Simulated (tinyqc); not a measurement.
Inside a calculation: carbon nanotube by zone folding. Values are carried at full precision from step to step, so a last printed digit may differ when a step is redone from the rounded ones.

Circumference C = n a1 + m a2, a = sqrt3 acc; d = a sqrt(n^2 + nm + m^2)/pi; tan(theta) = sqrt3 m/(2n + m); dR = gcd(2n + m, 2m + n); T = t1 a1 + t2 a2 with t1 = (2m + n)/dR, t2 = -(2n + m)/dR, |T| = sqrt3 pi d/dR; N = 2 (n^2 + nm + m^2)/dR hexagons a cell. On cutting line mu = 0 to N - 1 at x = k|T|/(2 pi) the phases are p1 = 2 pi (-t2 mu + m x)/N, p2 = 2 pi (t1 mu - n x)/N, and E = -/+ t |1 + exp(i p1) + exp(i p2)|.

Parameters, chosen for this exercise (near those used for carbon; not measured data):
- n = 10 (chiral index)
- m = 7 (chiral index)
- acc = 1.42 angstrom (bond length)
- t = 2.68 eV (hopping)
- mu = 103 (cutting line)
- x = 0.35 (position on the line)

## Geometry

Form d, theta, dR, t1, t2, N and |T|, and (n - m) mod 3.

d = 11.586 angstrom
theta = 24.18 degrees

dR, t1, t2, N: 3  8  -9  146

|T| = 21.014 angstrom
(n - m) mod 3 = 0

A cutting line passes through K: metallic in zone folding; chiral, 292 atoms a cell.

## One point of one line

Form the phases and the energy.

p1, p2 (rad): 39.99936  35.31064

E of the upper band = 1.0741 eV

## Band edges

The three lowest distinct minima of E along the lines, doubled (the transition between mirror bands), against the cone: 2 t acc j/d with j = 1, 2, 4 for semiconducting and 0, 3, 3 for metallic tubes.

Transitions (eV):

| order | zone folding | cone |
|---|---|---|
| 1 | 0.0000 | 0.0000 |
| 2 | 1.8957 | 1.9708 |
| 3 | 1.9623 | 1.9708 |

Trigonal warping splits the first pair of the metallic tube by 0.0666 eV. Measured optical lines also hold self-energy and exciton terms.

## The small gap from curvature

Rolling tilts the orbitals and moves K off the line: Eg = (3/4) t (acc/d)^2 |cos(3 theta)| in the estimate used here (misalignment of pi orbitals alone).

gap = 9.1 meV

It falls as 1/d^2 and is largest for zigzag tubes.

(tinyqc, `OMP_NUM_THREADS=1 python tinyqc.py 1450507 1450508 out.jsonl`, Intel(R) Xeon(R) Processor @ 2.30GHz, 1 thread, shared host, about 0.02 s.)
